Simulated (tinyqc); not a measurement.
Inside a calculation. Model: donor in an ellipsoidal valley (Kohn-Luttinger variational method). Computed by tinyqc, a small Python program that keeps every step. Command: `OMP_NUM_THREADS=1 python tinyqc.py 3019147 3019148 out.jsonl kohnlutt walk`. One thread of a shared host (Intel(R) Xeon(R) Processor @ 2.30GHz), about 0.03 s of CPU time with the checks. Intermediate numbers are printed to about 6 digits and carried at full precision; extremes and crossings named in words are read from the listed rows.

H = -(d^2/dx^2 + d^2/dy^2) - gamma d^2/dz^2 - 2/r in units built on m_t, with gamma = m_t/m_l and z along the valley axis. One valley; no valley-orbit or central-cell term.

Inputs (values chosen for the exercise, for a model semiconductor): transverse mass m_t = 0.0461 m_0; longitudinal mass m_l = 0.65 m_0; dielectric constant eps = 10.7; trial ratio b/a = 0.79; observed depth chosen for 1s = 12 meV.

Constants: Ry = 13.605693123 eV; a_0 = 0.529177210903 angstrom; h x 1 THz = 4.135667696 meV.

## Effective units

Ry* = Ry m_t/eps^2, a* = a_0 eps/m_t, gamma = m_t/m_l.

Ry* = 5.47840 meV

a* = 122.824 angstrom

gamma = 0.0709231

## Energy at a trial ratio

Trial function exp(-sqrt((x^2 + y^2)/a^2 + z^2/b^2)) with beta = b/a < 1: E = t/a^2 - u/a, t = (2 + gamma/beta^2)/3, u = 2 arcsin(sqrt(1 - beta^2))/sqrt(1 - beta^2); the best a is 2 t/u and E(beta) = -u^2/(4 t).

t = 0.704547

u = 2.15293

best a = 0.654501 a*

E(beta) = -1.64471 Ry*

## Minimum over the ratio

Golden-section search on beta from 0.05 to 0.999, 60 steps.

Search, first ten steps; c and d are the inner points:
```
step       low      high         c  E(c) (Ry*)         d  E(d) (Ry*)
1     0.050000  0.999000  0.412486    -1.96313  0.636514    -1.79897
2     0.050000  0.636514  0.274029    -1.84228  0.412486    -1.96313
3     0.274029  0.636514  0.412486    -1.96313  0.498057    -1.92218
4     0.274029  0.498057  0.359600    -1.95650  0.412486    -1.96313
5     0.359600  0.498057  0.412486    -1.96313  0.445171    -1.95309
6     0.359600  0.445171  0.392285    -1.96450  0.412486    -1.96313
7     0.359600  0.412486  0.379800    -1.96309  0.392285    -1.96450
8     0.379800  0.412486  0.392285    -1.96450  0.400001    -1.96448
9     0.379800  0.400001  0.387516    -1.96418  0.392285    -1.96450
10    0.387516  0.400001  0.392285    -1.96450  0.395232    -1.96457
```

best beta = 0.395820

radius a of the 1s trial function = 79.2337 angstrom

radius b of the 1s trial function = 31.3623 angstrom

1s binding energy, trial function = 10.7627 meV

The envelope is flattened along the heavy axis; beta is close to gamma^(1/3) = 0.414.

## Levels from a Gaussian basis

Gaussian basis: g = P exp(-al (x^2 + y^2) - be z^2) with P = 1 (s-like), z (2p0) or x (2p+-); al = 0.004 x 2.6^k, k = 0..11, and be/al = 1, gamma^(-1/2) or 1/gamma (36 functions); 1/r = (2/sqrt(pi)) int exp(-t^2 r^2) dt by 48 Gauss-Legendre points after t = sqrt(al_i + al_j) tan(theta); overlap eigenvalues below 1e-10 are dropped.

1s binding energy, Gaussian basis = 10.8087 meV

2p0 binding energy = 4.94740 meV

2p+- binding energy = 1.96331 meV

The two-parameter trial function recovers 99.57 % of the 1s binding of the larger basis. 2p0, with its lobes along the heavy axis, is bound 2.52 times as strongly as 2p+-.

## Optical lines and the chemical shift

With an observed depth of 1s, the lines are 1s -> 2p0 = depth - E(2p0) and 1s -> 2p+- = depth - E(2p+-); the chemical shift is depth - E(1s, Gaussian basis); 1 meV = 1 THz/4.135667696.

line 1s -> 2p0 = 7.05260 meV

line 1s -> 2p+- = 10.0367 meV

chemical shift = 1.19131 meV

frequency of the line 1s -> 2p+- = 2.42686 THz

The spacing of the two lines, 2.984 meV, does not depend on the depth, so it is the same for every donor in this host.

## Which single mass stands for the valley

A hydrogenic level is Ry m/eps^2 for one mass m; errors are against the Gaussian basis.

1s binding energy:
```
rule                                      mass (m_0)  binding (meV)  error (%)
transverse mass                             0.046100         5.4784    -49.315
conductivity mass 3/(2/m_t + 1/m_l)         0.066782         7.9362    -26.576
density-of-states mass (m_t^2 m_l)^(1/3)    0.111371        13.2350     22.448
longitudinal mass                           0.650000        77.2443    614.650
trial function with a and b                        -        10.7627     -0.425
mass that fits 1s                           0.090954        10.8087      0.000
```

The conductivity mass, which is what a spherical trial function (a = b) gives, falls short by 26.6 %, as a restricted variational bound must; the density-of-states mass is off by +22.4 %. The mass that fits lies between the two.

## Levels against anisotropy

The trial energy is minimised over beta by golden section from 0.05 to 0.999, 60 steps.

Binding energies (Ry*):
```
gamma  1s, trial  1s, Gaussians      2p0      2p+-
0.018    2.43006        2.45397  1.40178  0.392125
0.035    2.21320        2.22875  1.15293  0.377604
0.071    1.96418        1.97256  0.90271  0.358339
0.110    1.80336        1.80853  0.76054  0.344312
0.170    1.64076        1.64365  0.63137  0.328733
0.420    1.30435        1.30481  0.40718  0.291326
0.770    1.08868        1.08869  0.29158  0.262900
```

As gamma falls from 0.77 to 0.018, 1s deepens from 1.089 to 2.454 Ry*, on the way from the hydrogen value 1 to the two-dimensional limit 4; 2p+- moves from 0.263 to 0.392 (limits 1/4 and 4/9), while 2p0 climbs from 0.292 to 1.402 and joins 1s as gamma tends to 0.

Checks made by the program: the Gaussian basis at gamma = 1 against 1, 1/4 and 1/4 Ry* (relative difference 3e-05); trial function against Gaussian basis (relative difference 4e-03).
